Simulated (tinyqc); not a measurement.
Inside a calculation. Method: one-electron ion in a basis of Gaussians. One step of it, computed by the program tinyqc.

Task: Generalised eigenproblem. Solve H C = S C e through S^(-1/2); each column has its largest component positive (the first on a tie).

H = T + V (hartree):
$$\begin{pmatrix}
-8.946907 & -9.767640 & -10.148975 & -9.885615 & -9.018641 \\
-9.767640 & -10.550365 & -11.087938 & -12.272355 & -12.963042 \\
-10.148975 & -11.087938 & -8.775413 & -7.914455 & -11.134590 \\
-9.885615 & -12.272355 & -7.914455 & 3.866732 & 9.138110 \\
-9.018641 & -12.963042 & -11.134590 & 9.138110 & 46.469852
\end{pmatrix}$$

S:
$$\begin{pmatrix}
1.000000 & 0.876215 & 0.613329 & 0.371827 & 0.209094 \\
0.876215 & 1.000000 & 0.876244 & 0.613220 & 0.371827 \\
0.613329 & 0.876244 & 1.000000 & 0.876125 & 0.613185 \\
0.371827 & 0.613220 & 0.876125 & 1.000000 & 0.876215 \\
0.209094 & 0.371827 & 0.613185 & 0.876215 & 1.000000
\end{pmatrix}$$

Give: eigenvalues of S; eigenvalues; coefficients.

Result:

eigenvalues of S: [0.006, 0.045, 0.254, 1.132, 3.562]

eigenvalues (hartree): [-12.421, -0.372, 19.642, 76.336, 224.230]

coefficients:
$$\begin{pmatrix}
0.361 & 2.150 & -2.033 & 1.213 & -0.695 \\
0.316 & -2.110 & 4.797 & -3.958 & 2.459 \\
0.332 & 0.420 & -3.671 & 5.902 & -4.787 \\
0.032 & -0.260 & 0.817 & -3.812 & 5.828 \\
0.093 & -0.017 & -0.296 & 0.385 & -3.254
\end{pmatrix}$$

For Z = 5 and l = 0 the exact lowest level is -Z^2/(2 n^2) with n = l + 1: -12.500000 hartree.
